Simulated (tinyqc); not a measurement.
Changing the silicon available t_Si: thermodynamics of metal silicides: hull, first phase, silicon consumed, nucleation and stability against SiO2. Computed by tinyqc, a small Python program. Command: `OMP_NUM_THREADS=1 python tinyqc.py 3003886 3003887 out.jsonl silphase sweep`. One thread of a shared host (Intel(R) Xeon(R) Processor @ 2.30GHz), about 0.01 s of CPU time with the checks.

Entropies of formation of the solids are neglected, so heats stand for free energies. Si fractions: M2Si 0.3333, MSi 0.5000, MSi2 0.6667.

Inputs (values chosen for the exercise, for a model metal):
```
quantity                   value          unit
heat of formation of M2Si    -49  kJ/mol atoms
heat of formation of MSi   -49.2  kJ/mol atoms
heat of formation of MSi2  -27.2  kJ/mol atoms
molar volume of M           9.09      cm^3/mol
molar volume of Si         12.06      cm^3/mol
metal thickness t             20            nm
```

Phases: M2Si, MSi, MSi2.

Method. A phase is stable if it lies below every straight line between a phase on its left and one on its right (M and Si at zero). Distance = its heat less the lowest such line, negative for a stable phase. Overall Si fraction x0 = (t_Si/V_Si)/(t_Si/V_Si + t/V_M). In equilibrium the two stable phases that bracket x0 share the atoms by the lever rule.

One run for each value:
```
silicon available t_Si (nm)  overall Si fraction x0  share of atoms in the Si-richer phase
6.0                                         0.18442                                0.55326
16.5                                        0.38341                                0.30047
27.0                                        0.50435                                0.00869
37.5                                        0.58562                                0.17124
48.0                                        0.64400                                0.28799
58.5                                        0.68795                                0.37591
69.0                                        0.72225                                0.44450
79.5                                        0.74975                                0.49951
90.0                                        0.77230                                0.54460
```

What does the table show, and why?

Over the rows, overall Si fraction x0 rises from 0.184 to 0.772 (exponent d ln y / d ln x 0.72 between the first rows and 0.24 between the last); share of atoms in the Si-richer phase goes from 0.553 through a minimum among these rows, 0.00869 at 27.0, to 0.545. The share restarts from zero each time x0 passes the composition of a stable phase.

Extremes, crossings and ranges named in words are read from the listed rows.
